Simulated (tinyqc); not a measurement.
Inside a calculation. Model: bias-temperature instability, empirical power law with universal recovery.

Computed by the program tinyqc: `OMP_NUM_THREADS=1 python tinyqc.py 2070066 2070067 out.jsonl`, one thread of a shared Intel Xeon 2.30GHz, about 0.01 s for the whole run. Printed values are rounded.

Threshold-voltage shift at the end of a stress: dV = A (V/V0)^g exp[-(Ea q/kB)(1/T - 1/T0)] (t/1 s)^n. After a delay tr the permanent share pp stays and the rest falls by r = 1/(1 + B (tr/t)^be). An empirical model: its parameters are fits, not properties.

Values chosen for this exercise:
```
symbol,value,unit,meaning
V0,1.7,V,reference stress voltage
T0,373,K,reference temperature
A,17,mV,shift after 1 s at V0 and T0
n,0.18,,time exponent
g,5,,voltage exponent
Ea,0.12,eV,apparent activation energy of the shift
pp,0.37,,permanent share
B,3.4,,recovery scale
be,0.16,,recovery dispersion
V,0.74,V,use voltage
T,398,K,use temperature
dc,30,mV,failure criterion
tr,10,s,delay before the measurement
```

Constants: q = 1.602176634e-19 C, kB = 1.380649e-23 J/K. Results are converted to the units shown.

## Shift and lifetime at use conditions

The lifetime solves dV = dc; ten years are 3.15576e8 s.

voltage factor = 0.0156284
temperature factor = 1.26429
shift after ten years = 11.3775 mV
lifetime = 2184 years
largest voltage for ten years = 0.898352 V

The device passes: the shift at ten years is below dc. A lifetime beyond 100 years is a far extrapolation of the power law. In time the voltage exponent is g/n = 27.8 and the activation energy Ea/n = 0.667 eV.

## What a delayed measurement sees

t, point 0 to 2 (s): [10, 100, 1000]

At V0 and T0, measured shift = dV [pp + (1 - pp) r]; the apparent exponent is the slope of ln(shift) against ln t between the first and last point.

| point | dV (mV) | share left | measured (mV) |
|---|---|---|---|
| 0 | 25.7305 | 0.513182 | 13.2044 |
| 1 | 38.9448 | 0.557935 | 21.7286 |
| 2 | 58.9453 | 0.609786 | 35.9440 |

apparent n = 0.217453

The delay hides 39.0 % of the last shift and raises the exponent from 0.18 to 0.217, since short stresses recover by a larger share.
